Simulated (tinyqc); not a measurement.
Worked calculation: grain-boundary trapping model (Seto) of a polycrystalline semiconductor film. Computed by tinyqc, a small Python program that keeps every step. Command: `OMP_NUM_THREADS=1 python tinyqc.py 3031641 3031642 out.jsonl poly walk`. One thread of a shared host (Intel(R) Xeon(R) Processor @ 2.30GHz), about 0.01 s of CPU time with the checks. Intermediate numbers are printed to about 6 digits and carried at full precision; extremes and crossings named in words are read from the listed rows.

Grains of equal size L are joined by thin boundaries with one trap level. Trapped carriers deplete a width W on each side and raise a barrier, crossed by thermionic emission. Dopants are fully ionised, statistics are non-degenerate and mu_g does not depend on T.

Inputs (values chosen for the exercise, modelled on polycrystalline germanium):
```
quantity                                     value    unit
permittivity eps                                16       -
effective mass m                              0.22     m_0
effective density of states at 300 K, N_c  6.1e+18  1/cm^3
grain size L                                   320      nm
trap density Q_t                           1.3e+12  1/cm^2
trap level E_t below the band edge            0.22      eV
doping N                                   1.2e+16  1/cm^3
temperature T                                  300       K
```

Grain interior: neglected.

Constants: e = 1.602176634e-19 C; eps_0 = 8.8541878128e-12 F/m; k_B = 8.617333262e-05 eV/K; m_0 = 9.1093837015e-31 kg; k_B = 1.380649e-23 J/K.

## Critical doping

If all traps fill, the grain is just depleted at N* = Q_t/L, with the barrier e Q_t L/(8 eps eps_0).

N* = 4.06250e+16 1/cm^3

barrier at N* with all traps filled = 0.588092 V

The traps stay filled only while e V_B is below E_t - k_B T ln(N_c(T)/N*) = 0.090 eV. The barrier above exceeds that or lies within 2 k_B T of it, so band bending brings the traps close to or above E_F before all fill, and the real maximum is lower.

## Barrier

N_c(T) = N_c (T/300 K)^(3/2). Filled traps Q = Q_t/(1 + (1/2) exp((E_t* - E_F)/k_B T)), where E_t* = e V_B - E_t and E_F are counted from the band edge at the grain centre. Partial depletion: Q = 2 N W, V_B = e N W^2/(2 eps eps_0), E_F = k_B T ln(N/N_c); solve for W. If that W would exceed L/2 the grain is fully depleted: W = L/2, Q = N L, and E_F follows from the trap equation. Centre density n_0 = N_c exp(E_F/k_B T).

depletion width W = 125.980 nm

barrier V_B = 0.107694 V

E_F = -0.161087 eV

centre density n_0 = 1.20e+16 1/cm^3

The grain is partly depleted; 23.3 % of the traps are filled, and they hold 78.7 % of the carriers.

## Resistivity and effective mobility

Boundary: sigma_b = L e^2 n_0 exp(-e V_B/k_B T)/sqrt(2 pi m k_B T); rho = 1/sigma_b. Mean carrier density n_av = n_0 [(1 - 2W/L) + (2W/L) (sqrt(pi)/2) erf(y)/y], y = sqrt(e V_B/k_B T); effective mobility 1/(e n_av rho).

boundary resistivity = 4.72152 ohm cm

resistivity rho = 4.72152 ohm cm

mean carrier density = 6.63813e+15 1/cm^3

effective mobility = 199.142 cm^2/(V s)

## Activation energy

E_a = d ln(rho)/d(1/k_B T) from T - 5 K and T + 5 K; temperature coefficient d ln(rho)/dT.

activation energy E_a = 0.225418 eV

temperature coefficient = -2.90733 %/K

E_a is close to the trap depth E_t = 0.22 eV, since carriers must leave the traps.

## Against the doping

The formulas are those given above.

The same film:
```
N (1/cm^3)   W (nm)   V_B (V)  mean density (1/cm^3)  mobility (cm^2/(V s))  rho (ohm cm)
1.20e+15    160.000  0.017371            2.98363e+13                4449.79   4.70116e+01
4.10e+15    160.000  0.059352            3.87810e+14                1262.55   1.27474e+01
1.00e+16    137.066  0.106235            5.16300e+15                 225.76   5.35486e+00
2.00e+16     99.203  0.111300            1.28783e+16                 148.81   3.25691e+00
3.20e+16     79.276  0.113722            2.28241e+16                 122.33   2.23546e+00
4.90e+16     64.352  0.114743            3.75585e+16                 109.42   1.51874e+00
8.10e+16     49.780  0.113504            6.64251e+16                 107.29   8.75751e-01
1.60e+17     33.713  0.102831            1.41196e+17                 150.67   2.93382e-01
4.10e+17     15.643  0.056735            3.93027e+17                 825.04   1.92484e-02
1.60e+18      4.060  0.014912            1.59338e+18                4004.14   9.78276e-04
```

The barrier peaks among these rows at N = 4.9e16 (0.115 V) and the mobility has its minimum at 8.1e16; N* is 4.1e16. While the grain is fully depleted (W = L/2) V_B grows as N; once all traps are filled it falls as 1/N (last exponent -0.98). From 1.0e16 to 8.1e16 it is pinned, because the trap level has met E_F and the traps fill only in part. Partly depleted rows (W < L/2) with e V_B below 2 k_B T stretch the depletion approximation. Where the barrier is low the mobility is too high, because scattering inside the grains is left out. Where N approaches N_c the non-degenerate statistics fail. rho drops most steeply, as N^-2.9, between 1.6e17 and 4.1e17.

Checks made by the program: charge in the traps against the depleted charge (relative difference below 1e-10).
